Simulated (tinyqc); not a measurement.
# Concentration-dependent dopant diffusion with charged defects and the built-in field, step by step

A worked calculation. Computed by tinyqc, a small Python program that keeps every step. Command: `OMP_NUM_THREADS=1 python tinyqc.py 3031773 3031774 out.jsonl extrinsic walk`. One thread of a shared host (Intel(R) Xeon(R) Processor @ 2.30GHz), about 0.08 s of CPU time with the checks. Intermediate numbers are printed to about 7 digits and carried at full precision; extremes and crossings named in words are read from the listed rows.

A constant source C_s feeds a half space. The dopant moves through neutral point defects and through charged ones, whose number grows with the majority carrier density n.

Inputs (values chosen for the exercise, modelled on boron in silicon):
```
quantity                        value    unit
neutral prefactor D0x          0.0537  cm^2/s
neutral activation energy E0     3.51      eV
singly charged prefactor D01    0.811  cm^2/s
activation energy E1             3.51      eV
surface concentration C_s     2.2e+20  1/cm^3
junction level C_B            5.4e+16  1/cm^3
temperature T                     925       C
time t                             60       s
```

Field enhancement: on.

Constants: k_B = 8.617333262e-05 eV/K.

## Intrinsic density and partial diffusivities

n_i = 3.87e16 T^1.5 exp(-7014/T) per cm^3 (T in kelvin, an empirical form); each D = prefactor x exp(-E/(k_B T)); the intrinsic diffusivity D_i is their sum. Temperatures in kelvin are T(C) + 273.15.

n_i = 4.603700e+18 1/cm^3

partial diffusivities (cm^2/s): Dx 9.244039e-17, D1 1.396074e-15

intrinsic diffusivity D_i = 1.488514e-15 cm^2/s

## Diffusivity at the surface

n = C/2 + sqrt(C^2/4 + n_i^2); D(C) = h [Dx + D1 (n/n_i)], h = 1 + C/sqrt(C^2 + 4 n_i^2).

n/n_i = 47.80857

field factor h = 1.999125

surface diffusivity D_s = 1.336150e-13 cm^2/s

enhancement D_s/D_i = 89.76400

C_s is 47.8 times n_i: diffusion is extrinsic near the surface. At such a C_s dopants can cluster or exceed their solubility, which the model leaves out.

## Similarity solution

With y = x/sqrt(D_s t), u = C/C_s and q = -(D/D_s) du/dy: du/dy = -q D_s/D, dq/dy = -(y/2) q D_s/D, u(0) = 1. The surface flux q(0) is shot so that u tends to 0 (LSODA, an adaptive multistep solver, relative tolerance 1e-10). Dose Q = 2 q(0) C_s sqrt(D_s t). The junction lies where C = C_B.

surface flux q(0) = 0.4440035

dose Q = 5.531492e+14 1/cm^2

junction in units of sqrt(D_s t) = 1.670999

junction depth x_j = 47.31288 nm

For a constant D, q(0) = 1/sqrt(pi) = 0.5642; for D proportional to C it tends to 0.444, with the front at y = 1.616. Caution: at such concentrations dopants can cluster or exceed their solubility; the active fraction and the diffusivity then fall below the model.

## Where the concentration falls to given levels

For comparison, erfc profiles with a constant D: x = 2 sqrt(D t) erfc^-1(C/C_s), with D = D_i and D = D_s.

Depth (nm):
```
C/C_s         D/D_s      full  erfc with D_i  erfc with D_s
8.00e-01  0.8002765  11.66059        1.07074        10.1446
5.00e-01  0.5006912  26.19737        2.85064        27.0081
2.00e-01  0.2011153  38.47677        5.41631        51.3162
1.00e-01  0.1013544  42.22192        6.95175        65.8636
3.00e-02  0.0332932  44.81410        9.17160        86.8952
1.00e-02  0.0171685  45.71452       10.88640       103.1419
1.00e-03  0.0116651  46.77048       13.90697       131.7600
1.00e-04  0.0111920  47.65058       16.44306       155.7880
```

The depth between C/C_s = 0.1 and 1e-4 spans 5.43 nm in the full profile, against 9.49 nm for D_i and 89.9 nm for D_s; the ratio of the depths at 1e-4 and at 0.5 is 1.82, against 5.77 for any erfc. The profile is box-like: fast diffusion in the heavily doped part feeds a front that moves slowly where D drops to D_i. Caution: at such a C_s dopants can cluster or exceed their solubility, which the model leaves out.

Checks made by the program: dose from the flux against the area under the profile (relative difference 1e-08).
